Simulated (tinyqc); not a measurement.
# Thermionic-field emission through a Schottky barrier, WKB, step by step

tinyqc, about 0.03 s, one thread, Intel Xeon 2.30GHz (shared host): `OMP_NUM_THREADS=1 python tinyqc.py 2640138 2640139 out.jsonl` Printed values are rounded.

Metal on an n-type semiconductor with one parabolic valley; V > 0 is forward bias (metal positive). Energies E are counted from the conduction edge of the neutral semiconductor, whose Fermi level lies at -xi; that of the metal lies at -xi - V. The barrier is a parabola of height Vd = phi - xi - V (depletion approximation, no image force).

Parameters, values chosen for the exercise; band and dielectric values close to those of gallium arsenide: temperature T = 400 K; electron mass me = 0.0662 m0; relative permittivity eps_r = 13.1; barrier height seen from the metal phi = 0.88 eV; donor density Nd = 2.2e18 cm^-3; bias V = 0.22 V; points of the energy grid nE = 11; upper end of the energy grid Eb = 0.94 eV.

Constants: q = 1.602176634e-19 C, kB = 1.380649e-23 J/K, hbar = 1.054571817e-34 J s, h = 6.62607015e-34 J s, m0 = 9.1093837015e-31 kg, Vt = kB T/q, eps0 = 8.8541878128e-14 F/cm where lengths are in cm. Results are converted to the units shown.

Range of the model: The depletion approximation, a parabolic band and the neglect of image-force lowering make these currents estimates at high doping.

## Fermi level, barrier and E00

Nc = 2 (2 pi me m0 kB T/h^2)^1.5 (times 1e-6 for cm^-3); Nd = Nc F12(-xi/Vt), F12(x) = (2/sqrt(pi)) int_0^infinity sqrt(u)/(1 + exp(u - x)) du; E00 = (hbar/2) sqrt(Nd/(me m0 eps0 eps_r)) in SI units (volts). W = sqrt(2 eps0 eps_r Vd/(q Nd)).

Nc = 6.58062e17 cm^-3
xi = -0.0806100 eV
Vd = 0.740610 V
W = 22.0777 nm
E00 = 29.5715 meV
E00/Vt = 0.857909

By a common rule of thumb, E00/Vt below 0.5 marks thermionic emission, 0.5 to 5 thermionic-field emission and above 5 field emission. By that rule alone: thermionic-field emission; with a high barrier, tunnelling near its top can carry most of the current even below 0.5.

## Current density on a coarse grid

For E < Vd, ln T(E) = -(Vd/E00) [sqrt(1 - y) - y ln((1 + sqrt(1 - y))/sqrt(y))], y = E/Vd; T(E) = 1 above. J = A* T (q/kB) int_0^infinity T(E) N(E) dE, N = ln[(1 + exp((-xi - E)/Vt))/(1 + exp((-xi - V - E)/Vt))], A* = 4 pi q me m0 kB^2/h^3 (times 1e-4 for A/(cm^2 K^2)). Simpson's rule on nE equally spaced points from 0 to Eb.

E, point 0 to 10 (eV): [0.000000, 0.094000, 0.188000, 0.282000, 0.376000, 0.470000, 0.564000, 0.658000, 0.752000, 0.846000, 0.940000]
T(E), point 0 to 10: [1.32810e-11, 1.48781e-8, 1.64586e-6, 6.99018e-5, 0.00149787, 0.0181218, 0.128994, 0.529098, 1, 1, 1]
N, point 0 to 10: [2.41331, 0.516516, 0.0433248, 0.00289223, 1.89441e-4, 1.23927e-5, 8.10624e-7, 5.30239e-8, 3.46836e-9, 2.26869e-10, 1.48398e-11]
T(E) N, point 0 to 10: [3.20512e-11, 7.68476e-9, 7.13065e-8, 2.02172e-7, 2.83758e-7, 2.24577e-7, 1.04566e-7, 2.80548e-8, 3.46836e-9, 2.26869e-10, 1.48398e-11]
J = 3.21330 A/cm^2

The integrand peaks at E = 0.376 eV among these points, 0.51 of the barrier height. A converged quadrature gives 3.214 A/cm^2 (this grid is 0.031 % below that), of which 0.19 % passes over the barrier.
